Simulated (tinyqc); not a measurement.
Effective-mass impurity with a central-cell term, in a basis of Slater functions: one step, computed by the program tinyqc. Command: `OMP_NUM_THREADS=1 python tinyqc.py 3008138 3008139 out.jsonl centralcell walk`. One thread of a shared host (Intel(R) Xeon(R) Processor @ 2.30GHz), about 0.01 s of CPU time with the checks.

The envelope obeys H = -nabla^2 - (2/r) [Z + A exp(-kappa r)] in effective units, with kappa = a*/lambda; positive A deepens the well near the core.

Question. Generalised eigenproblem. (T + V + W) c = E S c with c^T S c = 1 and the largest component positive.

Impurity: acceptor, one isotropic band.

kinetic T (Ry*):
```
           1          2
1     0.1089  0.2103386
2  0.2103386   0.915849
```

Coulomb V (Ry*):
```
            1           2
1       -0.66  -0.8571794
2  -0.8571794      -1.914
```

central cell W (Ry*):
```
              1            2
1  -0.008589807  -0.03484702
2   -0.03484702   -0.1438800
```

overlap S:
```
          1         2
1  1.000000  0.666029
2  0.666029  1.000000
```

Give: two lowest levels; coefficients of the lowest state; <T>; <W>.

Answer.

two lowest levels (Ry*): -1.1549  -0.2715

coefficients of the lowest state: -0.1618  1.1004

<T> = 1.0370 Ry*

<W> = -0.16205 Ry*
